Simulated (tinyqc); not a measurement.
Single-domain magnet: Stoner-Wohlfarth switching, Neel-Arrhenius retention, LLG dynamics and spin torque: one step, computed by the program tinyqc. Command: `OMP_NUM_THREADS=1 python tinyqc.py 3017415 3017416 out.jsonl macro walk`. One thread of a shared host (Intel(R) Xeon(R) Processor @ 2.30GHz), about 0.09 s of CPU time with the checks.

The moment is uniform, with unit vector m; z is the easy axis. mu_0 = 1.25663706212e-6 T m/A, gamma = 1.76085963023e11 rad/(s T).

Task: Effective anisotropy. N_z = [p ln(p + sqrt(p^2 - 1))/sqrt(p^2 - 1) - 1]/(p^2 - 1); V = pi d^3 p/6; K_eff = K_u + K_shape, K_shape = -(mu_0 M_s^2/4)(3 N_z - 1); mu_0 H_K = 2 K_eff/M_s.

Inputs (values chosen for the exercise, for a model magnet):

| quantity | value | unit |
|---|---|---|
| saturation magnetisation M_s | 859 | kA/m |
| diameter d | 12 | nm |
| aspect ratio p | 4.5 | - |
| bulk anisotropy K_u | 9.4 | kJ/m^3 |

Shape: prolate spheroid, easy axis along it.

Give: demagnetising factor N_z; volume V; K_shape; K_eff; anisotropy field mu_0 H_K.

Result:

demagnetising factor N_z = 0.06445

volume V = 4072 nm^3

K_shape = 187.0 kJ/m^3

K_eff = 196.4 kJ/m^3

anisotropy field mu_0 H_K = 0.4573 T

Shape gives 95 % of K_eff.
